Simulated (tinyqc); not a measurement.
# Minority carriers and saturation current of a heavily doped emitter: effect of temperature on the narrowing factor

n-type, parabolic bands, full ionisation. eta = (EF - Ec)/kB T solves N = Nc F12(eta), F12(x) = (2/sqrt(pi)) int_0^infinity sqrt(u)/(1 + exp(u - x)) du. The gap shrinks rigidly by dEg = E1 [ln(N/N0) + sqrt(ln^2(N/N0) + 0.5)], an empirical law that is here taken as the true narrowing.

Nc is given at 300 K and scales as T^1.5; dEg is held. The factor nie^2/ni^2 = exp(dEg/kB T) g, g = F12(eta) exp(-eta), divides the current gain of a transistor with this emitter.

Inputs (values chosen for the exercise); band and dielectric values close to those of silicon:

| symbol | value | unit | meaning |
|---|---|---|---|
| Nc | 2.82e19 | cm^-3 | conduction-band density of states at 300 K |
| N | 3.1e19 | cm^-3 | ionised donor density |
| E1 | 7.8 | meV | energy of the narrowing law |
| N0 | 1.8e17 | cm^-3 | density of the narrowing law |

Constants: q = 1.602176634e-19 C, kB = 1.380649e-23 J/K, Vt = kB T/q. Results are converted to the units shown.

Effect of temperature on the narrowing factor:

| T (K) | eta | g | nie^2/ni^2 | its logarithm |
|---|---|---|---|---|
| 150 | 2.190 | 0.3480 | 179.0 | 5.188 |
| 200 | 1.398 | 0.4991 | 53.91 | 3.987 |
| 250 | 0.8691 | 0.6059 | 25.66 | 3.245 |
| 300 | 0.4775 | 0.6819 | 15.47 | 2.739 |
| 350 | 0.1682 | 0.7373 | 10.71 | 2.371 |
| 400 | -0.08689 | 0.7788 | 8.094 | 2.091 |
| 450 | -0.3037 | 0.8107 | 6.496 | 1.871 |

The factor falls from 179 to 6.50. Its slope against q/kB T is 62.1 meV between the first two rows and 68.2 meV between the last two, against dEg = 80.7 meV: degeneracy takes back part of the narrowing. The factor grows on cooling, so the current gain of such a transistor falls.

Range of the model: Band tails, non-parabolic bands and incomplete ionisation are left out.

Computed by the program tinyqc: `OMP_NUM_THREADS=1 python tinyqc.py 2330031 2330032 out.jsonl`, one thread of a shared Intel Xeon 2.30GHz, about 0.01 s for the whole run.
